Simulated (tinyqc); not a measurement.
What each parameter does: pair of shallow donors (hydrogen-like orbitals).

Each donor has the orbital exp(-r/a); energy unit Ha* = q/(eps a), q = e^2/(4 pi eps0), so that a lone donor is bound by Ha*/2; x = R/a. One electron: S = (1 + x + x^2/3) exp(-x), j = 1/x - (1 + 1/x) exp(-2x), k = (1 + x) exp(-x); levels E(+/-) = -1/2 - (j +/- k)/(1 +/- S) in Ha*, without the repulsion of the ions, split by D = |E(-) - E(+)|. In six valleys the overlaps S and k are multiplied by v = [cos(K Rx) + cos(K Ry) + cos(K Rz)]/3, K = k0 (2 pi/a_lat), for isotropic envelopes and the symmetric valley state.

Two electrons, Heitler-London: with S' = (1 - x + x^2/3) exp(x), C = 1/x - exp(-2x)(1/x + 11/8 + 3x/4 + x^2/6), X = (1/5){exp(-2x)(25/8 - 23x/4 - 3x^2 - x^3/3) + (6/x)[S^2 (0.5772157 + ln x) + S'^2 Ei(-4x) - 2 S S' Ei(-2x)]}, Q = C - 2j + 1/x and A = X - 2 S k + S^2/x, the singlet and triplet lie at (Q +/- w A)/(1 +/- w S^2) from two lone donors, with the valley weight w = v^2; the exchange is J = triplet - singlet.

Constants: e^2/(4 pi eps0) = 14.39964547 eV angstrom.

Inputs chosen for the exercise (near those of two donors in Si; the results hold for these values, not for the real material): a = 18.5 angstrom (orbital radius); eps = 11.7 (dielectric constant); n = (21.25, 0.25, 0.25) a_lat (separation vector); a_lat = 5.431 angstrom (lattice constant); k0 = 0.853 2 pi/a_lat (valley position).

x, D = |E(-) - E(+)| and J.

Results for these values:

| case | x | D (meV) | J (micro-eV) |
|---|---|---|---|
| base | 6.239 | 0.4013 | 6.05 |

What happens to each result for k0 = 0.833 2 pi/a_lat, all else kept?

Answer: x does not change at the printed digits; D falls from 0.4013 to 0.07515; J falls from 6.05 to 0.212.

The same for each parameter in turn:

| case | x | D (meV) | J (micro-eV) |
|---|---|---|---|
| base | 6.239 | 0.4013 | 6.05 |
| a = 20.4 angstrom | 5.658 | 0.5853 | 14.1 |
| eps = 12.9 | 6.239 | 0.3640 | 5.49 |
| k0 = 0.833 2 pi/a_lat | 6.239 | 0.07515 | 0.212 |
| n = (22.25, 0.25, 0.25) a_lat | 6.533 | 0.3931 | 5.82 |

(tinyqc, `OMP_NUM_THREADS=1 python tinyqc.py 1280786 1280787 out.jsonl`, Intel(R) Xeon(R) Processor @ 2.30GHz, 1 thread, shared host, about 0.01 s.)
